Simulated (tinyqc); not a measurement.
Landau-Devonshire theory of a uniaxial ferroelectric. Inputs raised by 10 %, one at a time. Computed by tinyqc, a small Python program. Command: `OMP_NUM_THREADS=1 python tinyqc.py 3023125 3023126 out.jsonl ferro sens`. One thread of a shared host (Intel(R) Xeon(R) Processor @ 2.30GHz), about 0.02 s of CPU time with the checks.

G(P) = (alpha/2) P^2 + (beta*/4) P^4 + (gamma/6) P^6 - E P per volume, SI units, one domain, P along the polar axis, which is normal to the film.

Inputs (values chosen for the exercise, modelled on barium titanate):
```
quantity                           value         unit
alpha_0                           661000  J m/(C^2 K)
Curie-Weiss temperature T0           381            K
beta                           -7.71e+08    J m^5/C^4
gamma                           1.61e+10    J m^9/C^6
temperature T                        307            K
misfit strain u_m                -0.0043            -
electrostriction Q12              -0.043      m^4/C^2
compliance s11 + s12             5.6e-12        m^2/N
film thickness d                     5.2           nm
screening length lambda            0.015           nm
background permittivity eps_b         10            -
gradient coefficient g           6.1e-10    J m^3/C^2
```

Sample: epitaxial film.

Constants: eps_0 = 8.8541878128e-12 F/m.

Method:
- alpha = alpha_0 (T - T0*), with clamping: T0* = T0 + 4 Q12 u_m/(alpha_0 (s11 + s12)), beta* = beta + 4 Q12^2/(s11 + s12).
- Ps^2 = [-beta* + sqrt(beta*^2 - 4 alpha gamma)]/(2 gamma).
- chi = 1/(eps_0 G''), G'' = alpha + 3 beta* P^2 + 5 gamma P^4 at Ps. Ps, chi and the coercive field are for perfect screening, without a depolarising field. The intrinsic coercive field is |alpha P + beta* P^3 + gamma P^5| at the P_c where G'' = 0. 1 C/m^2 = 100 microcoulomb/cm^2.
- With the term (g/2) (dP/dx)^2, (g/2) P'^2 = G(P) - G(Ps) across the wall: energy = int_(-Ps)^(Ps) sqrt(2 g [G(P) - G(Ps)]) dP (40 Gauss-Legendre points); width = 2 Ps over the slope at P = 0, sqrt(2 |G(Ps)|/g). Elastic coupling inside the wall is left out.
- Between shorted electrodes with screening length lambda each, the depolarising field is -k P, k = 2 lambda/(eps_0 (d + 2 lambda eps_b)), so alpha turns into alpha + k.
- The polar state is the lowest uniform state while alpha + k < 0 (beta* > 0) or < 3 beta*^2/(16 gamma) (beta* < 0); setting the equality gives the critical thickness d_c.

Runs; columns: (1) input moved; (2) from; (3) to; (4) spontaneous polarisation Ps (microcoulomb/cm^2); (5) intrinsic coercive field (MV/m); (6) wall width (nm); (7) critical thickness d_c (nm):
```
(1)                                    (2)         (3)     (4)     (5)     (6)     (7)
base run                                 -           -  30.053  26.677  4.6596  18.421
alpha_0 (J m/(C^2 K))               661000      727100  30.286  27.638  4.5960  17.928
Curie-Weiss temperature T0 (K)         381       419.1  31.204  31.704  4.3571  16.134
beta (J m^5/C^4)                -771000000  -848100000  30.391  27.267  4.6390  18.421
misfit strain u_m                  -0.0043    -0.00473  30.671  29.289  4.4935  17.148
electrostriction Q12 (m^4/C^2)      -0.043     -0.0473  29.513  27.237  4.5578  17.148
compliance s11 + s12 (m^2/N)       5.6e-12    6.16e-12  29.995  25.228  4.7931  19.751
screening length lambda (nm)         0.015      0.0165  30.053  26.677  4.6596  20.263
```

Exponents ln(y'/y) / ln(x'/x):
```
input                       spontaneous polarisation Ps  intrinsic coercive field  wall width  critical thickness d_c
alpha_0                                           0.081                     0.371      -0.144                  -0.284
Curie-Weiss temperature T0                        0.394                     1.811      -0.704                  -1.391
beta                                              0.117                     0.230      -0.046                   0.000
misfit strain u_m                                 0.214                     0.980      -0.381                  -0.751
electrostriction Q12                             -0.190                     0.218      -0.232                  -0.751
compliance s11 + s12                             -0.020                    -0.586       0.296                   0.732
screening length lambda                           0.000                     0.000       0.000                   1.000
```

Among the inputs moved here: spontaneous polarisation Ps answers most in size to Curie-Weiss temperature T0 (exponent +0.394), next to misfit strain u_m (+0.214); its exponent is below 0.0005 for screening length lambda. Intrinsic coercive field answers most in size to Curie-Weiss temperature T0 (exponent +1.811), next to misfit strain u_m (+0.980); its exponent is below 0.0005 for screening length lambda. Wall width answers most in size to Curie-Weiss temperature T0 (exponent -0.704), next to misfit strain u_m (-0.381); its exponent is below 0.0005 for screening length lambda. Critical thickness d_c answers most in size to Curie-Weiss temperature T0 (exponent -1.391), next to screening length lambda (+1.000); its exponent is below 0.0005 for beta. Its exponent +1.000 in screening length lambda: k depends on lambda/d.

Caution (rows Curie-Weiss temperature T0): far below T0* the expansion with linear alpha(T) is only a fit.
